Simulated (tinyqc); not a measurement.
# Inputs raised by 5 %, one at a time

Model: grain-boundary diffusion: Harrison regimes, Fisher and Le Claire analysis, Hart average. Computed by tinyqc, a small Python program. Command: `OMP_NUM_THREADS=1 python tinyqc.py 3002702 3002703 out.jsonl gbdiff sens`. One thread of a shared host (Intel(R) Xeon(R) Processor @ 2.30GHz), about 0.01 s of CPU time with the checks.

A boundary is a slab of width delta with diffusivity D_b, normal to a surface held at constant concentration; it leaks into grains of diffusivity D.

Inputs (values chosen for the exercise, for a model polycrystal):
```
quantity,value,unit
lattice prefactor D0,8.5e-05,m^2/s
lattice activation energy E,3.67,eV
boundary prefactor D0b,3.1e-06,m^2/s
boundary activation energy E_b,2.02,eV
boundary width delta,0.73,nm
segregation factor s,1,-
grain size d,3.5,um
temperature T,1260,K
time t,15000,s
```

Constants: k_B = 8.617333262e-05 eV/K.

Method:
- D = D0 exp(-E/(k_B T)), D_b = D0b exp(-E_b/(k_B T)).
- Triple product P = s delta D_b.
- l = sqrt(D t); P = s delta D_b; alpha = s delta/(2 l); beta = P/(2 D l). Regime A if l > 3 d, C if alpha > 1, B if alpha < 0.1, l < d/4 and beta > 10, otherwise a transition.
- Hart average for parallel slabs: f = delta/d, D_eff = (s f D_b + (1 - f) D)/(1 - f + s f); share of the boundaries = s f D_b/(s f D_b + (1 - f) D); depth sqrt(D_eff t).
- Fisher: the mean concentration falls as exp(-y/y_F), y_F = sqrt(P) (pi t/(4 D))^(1/4), with the boundary equation P d2c/dy2 = 2 c sqrt(D/(pi t)). Le Claire (from the Whipple solution): ln c falls as -(y/y_L)^(6/5) with P = 1.322 sqrt(D/t) y_L^2.

Runs:
```
input moved,from,to,Le Claire depth y_L (um),D_eff (m^2/s),beta,depth sqrt(D_eff t) (um)
base run,-,-,2.0343,5.5602e-18,1025,0.28879
lattice prefactor D0 (m^2/s),8.5e-05,8.925e-05,2.0096,5.5691e-18,953,0.28903
lattice activation energy E (eV),3.67,3.8535,3.1039,5.4152e-18,12937,0.28500
boundary prefactor D0b (m^2/s),3.1e-06,3.255e-06,2.0845,5.8293e-18,1077,0.29570
boundary activation energy E_b (eV),2.02,2.121,1.2777,2.3010e-18,404,0.18578
grain size d (um),3.5,3.675,2.0343,5.3039e-18,1025,0.28206
time t (s),15000,15750,2.0592,5.5602e-18,1001,0.29593
segregation factor s,1,1.05,2.0845,5.8292e-18,1077,0.29570
```

Exponents ln(y'/y) / ln(x'/x):
```
input,Le Claire depth y_L,D_eff,beta,depth sqrt(D_eff t)
lattice prefactor D0,-0.250,0.033,-1.500,0.016
lattice activation energy E,8.660,-0.542,51.958,-0.271
boundary prefactor D0b,0.500,0.969,1.000,0.484
boundary activation energy E_b,-9.533,-18.083,-19.065,-9.042
grain size d,0.000,-0.967,0.000,-0.484
time t,0.250,0.000,-0.500,0.500
segregation factor s,0.500,0.969,1.000,0.484
```

To which inputs is each result most sensitive?

Among the inputs moved here: Le Claire depth y_L answers most in size to boundary activation energy E_b (exponent -9.533), next to lattice activation energy E (+8.660); its exponent is below 0.0005 for grain size d. Its exponent -0.250 in lattice prefactor D0: faster lattice diffusion drains the boundary. Its exponent +0.500 in boundary prefactor D0b: the depth goes as sqrt(P). D_eff answers most in size to boundary activation energy E_b (exponent -18.083), next to boundary prefactor D0b (+0.969); its exponent is below 0.0005 for time t. Its exponent -0.967 in grain size d: boundaries carry the flux, in proportion to their number. Beta answers most in size to lattice activation energy E (exponent +51.958), next to boundary activation energy E_b (-19.065); its exponent is below 0.0005 for grain size d. Its exponent -0.500 in time t: beta = P/(2 D sqrt(D t)). Depth sqrt(D_eff t) answers most in size to boundary activation energy E_b (exponent -9.042), next to time t (+0.500). Its exponent +0.500 in time t: ordinary diffusion.

Caution (all rows): outside regime A (which needs sqrt(D t) above about 3 d) the Hart average and its depth are formal: they describe a profile only in regime A or at steady state.
